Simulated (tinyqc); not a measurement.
Blur against noise: chemically amplified photoresist: aerial image, acid generation, bake, development and line width. Computed by tinyqc, a small Python program. Command: `OMP_NUM_THREADS=1 python tinyqc.py 3023274 3023275 out.jsonl resist walk`. One thread of a shared host (Intel(R) Xeon(R) Processor @ 2.30GHz), about 0.02 s of CPU time with the checks.

Lines and spaces of pitch p with a two-beam-like image; x = 0 is the middle of the bright space. The resist is positive and treated as uniform in depth.

Inputs (values chosen for the exercise, for a model resist at 13.5 nm):

| quantity | value | unit |
|---|---|---|
| pitch p | 30 | nm |
| image contrast c | 0.52 | - |
| mean dose E | 8.17 | mJ/cm^2 |
| Dill parameter C | 0.045 | cm^2/mJ |
| bake time t | 90 | s |
| photon energy | 91.84 | eV |
| absorption coefficient alpha | 3.6 | 1/um |

Method:
- Dose E(x) = E [1 + c cos(2 pi x/p)]; acid h = 1 - exp(-C E(x)).
- Bake: the acid image is blurred by a Gaussian of variance sigma^2 = 2 D t (each Fourier term k of h, taken on 64 points, is multiplied by exp(-4 pi^2 k^2 D t/p^2)).
- For each sigma the edge is held at x = p/4; N is taken at the mean dose; edge noise = (dh/d ln E)/(sqrt(N V) |dh/dx|), both derivatives taken of the blurred acid, V = (2 sqrt(pi) sigma)^3, N = E alpha/(photon energy), 1 mJ/cm^2 = 62.41509 eV/nm^2.

Trade-off:

| sigma/p | sigma (nm) | blur factor | photons in V | edge noise (nm) |
|---|---|---|---|---|
| 0.02 | 0.6 | 0.99214 | 1.9233e-01 | 21.070 |
| 0.04 | 1.2 | 0.96891 | 1.5387e+00 | 7.595 |
| 0.07 | 2.1 | 0.90781 | 8.2462e+00 | 3.468 |
| 0.10 | 3.0 | 0.82087 | 2.4041e+01 | 2.223 |
| 0.14 | 4.2 | 0.67917 | 6.5970e+01 | 1.604 |
| 0.18 | 5.4 | 0.52753 | 1.4021e+02 | 1.408 |
| 0.22 | 6.6 | 0.38467 | 2.5599e+02 | 1.426 |
| 0.27 | 8.1 | 0.23717 | 4.7321e+02 | 1.700 |
| 0.33 | 9.9 | 0.11653 | 8.6398e+02 | 2.560 |

What does the comparison show, and why?

The noise is least near sigma/p = 0.18 among these rows. More diffusion averages over more photons (noise falls as sigma^(-3/2)) until it erases the image slope (factor exp(-2 pi^2 sigma^2/p^2)); for a pure cosine the two balance at sigma/p = sqrt(3/8)/pi = 0.195. Caution: for a film thinner than the blur the noise falls as 1/sigma only, and the optimum moves to sigma/p = 1/(2 pi) = 0.159. Caution: rows with under about ten photons in V are beyond a Gaussian noise estimate.

Extremes, crossings and ranges named in words are read from the listed rows.
